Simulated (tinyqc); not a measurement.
From results back to parameters: valley splitting in a one-orbital chain of atomic planes (second-neighbour model). Two cases, with inputs chosen for the exercise.

Problem. For E(phi) = e0 + 2 v cos(phi) + 2 u cos(2 phi) with u, v > 0 and planes a/4 apart, the heights of the band at phi = 0 and phi = pi above its minimum were computed from hidden u and v; c = hbar^2/2m0.

Constants: hbar^2/2m0 = 3.80998211 eV angstrom^2.

Case 1.

Values chosen (out of a larger set: near those of the Delta valleys of silicon; abrupt walls in this chain split the valleys several times more than measured wells; not measured data): a = 5.441 angstrom (lattice constant; planes lie a/4 apart).

E(0) - Emin = 3.908828 eV
E(pi) - Emin = 1.440828 eV

Case 2.

Values chosen (out of a larger set: near those of the Delta valleys of silicon; abrupt walls in this chain split the valleys several times more than measured wells; not measured data): a = 5.44 angstrom (lattice constant; planes lie a/4 apart).

E(0) - Emin = 3.930058 eV
E(pi) - Emin = 1.386058 eV

Find: u, v; phi0; mass at the minimum.

Solution. E - Emin = 4u (cos(phi) + v/(4u))^2. The difference of the two heights is 4v, and for v < 4u the sum of their square roots is 4 sqrt(u). The mass is (2c)/((a/4)^2 (8u - v^2/(2u))).

Case 1.

u, v (eV): 0.631  0.617

phi0 = 1.8178 rad
mass at the minimum = 0.868 m0

Case 2.

u, v (eV): 0.624  0.636

phi0 = 1.8284 rad
mass at the minimum = 0.883 m0

Computed by tinyqc, one run a case: `OMP_NUM_THREADS=1 python tinyqc.py N N+1 out.jsonl` with N = 1451252, 1451263; one thread of a shared Intel(R) Xeon(R) Processor @ 2.30GHz, about 0.02 s a run at most.
